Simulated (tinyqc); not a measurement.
Coulomb enhancement above the gap: Wannier exciton and Elliott formula.

Values chosen for the exercise (out of a larger set: near those of ZnSe; not measured data): xs = (0.041, 0.23, 0.44, 1.1, 3.3, 13, 48, 74) ((E - Eg)/Ry*).

Ry* = 20.6326 meV

With x = (E - Eg)/Ry* and y = pi/sqrt(x): S3 = y exp(y)/sinh(y), and S2 = exp(y)/cosh(y). Free-pair absorption goes as sqrt(x) in three dimensions and is constant in two.

Factors:

| x | E - Eg (meV) | sqrt(x) | S3 | S3 sqrt(x) | S2 |
|---|---|---|---|---|---|
| 0.041 | 0.85 | 0.202 | 31.030 | 6.283 | 2.000 |
| 0.23 | 4.75 | 0.480 | 13.101 | 6.283 | 2.000 |
| 0.44 | 9.08 | 0.663 | 9.473 | 6.284 | 2.000 |
| 1.1 | 22.70 | 1.049 | 6.006 | 6.299 | 1.995 |
| 3.3 | 68.09 | 1.817 | 3.571 | 6.487 | 1.939 |
| 13 | 268.22 | 3.606 | 2.112 | 7.617 | 1.702 |
| 48 | 990.36 | 6.928 | 1.521 | 10.538 | 1.425 |
| 74 | 1526.81 | 8.602 | 1.409 | 12.123 | 1.350 |

In three dimensions the product tends to 2 pi = 6.283 at the edge (6.283 in the first row), so the square-root onset becomes a step. Even 1527 meV above the gap the enhancement is 1.41; it decays only as 1 + pi/sqrt(x) = 1.37. In two dimensions it never exceeds 2 and has fallen to 1.35. The last rows lie beyond the range of parabolic bands.

(tinyqc, `OMP_NUM_THREADS=1 python tinyqc.py 1252389 1252390 out.jsonl`, Intel(R) Xeon(R) Processor @ 2.30GHz, 1 thread, shared host, about 0.01 s.)
